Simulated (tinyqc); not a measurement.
Biaxially strained (001) channel, valley splitting in an inversion layer: two steps of the calculation.

A thin layer grown on a relaxed buffer is stretched in the plane. The two valleys with their long axis along the growth direction (D2) sink against the four in-plane ones (D4); confinement in a triangular well splits them too. Only the lowest subband of each set is kept; one relaxation time, so the weakening of intervalley scattering is left out.

Inputs (values chosen for the exercise); values close to those of silicon on relaxed silicon-germanium:
- x = 0.23 (germanium share of the relaxed buffer)
- b1 = 0.0418 (lattice mismatch per unit x)
- c11 = 163 GPa (elastic constant)
- c12 = 62.6 GPa (elastic constant)
- Xu = 9 eV (shear deformation potential)
- bv = 0.384 nm (Burgers vector)

Problem 1. Strain, stress and splitting. e_par = b1 x, e_perp = -2 (c12/c11) e_par, splitting D = Xu (e_par - e_perp), in-plane stress (c11 + c12 - 2 c12^2/c11) e_par.

Give: e_par; e_perp; D; stress.

Solution 1.

e_par = 0.9614 %
e_perp = -0.7384 %
D = 153.0 meV
stress = 1.707 GPa

Problem 2. Critical thickness by substitution. Critical thickness (Matthews-Blakeslee, 60-degree dislocations): h = bv (1 - nu/4)[ln(h/bv) + 1]/(4 pi e_par (1 + nu)), nu = c12/(c11 + c12). The right side gives h(new); e_par = b1 x.

h at the start = 100 nm

Wanted: h after iteration 1.

Solution 2.

h after iteration 1 = 15.195 nm

Program tinyqc, `OMP_NUM_THREADS=1 python tinyqc.py 2530147 2530148 out.jsonl`; Intel Xeon 2.30GHz, shared host, one thread, about 0.01 s.
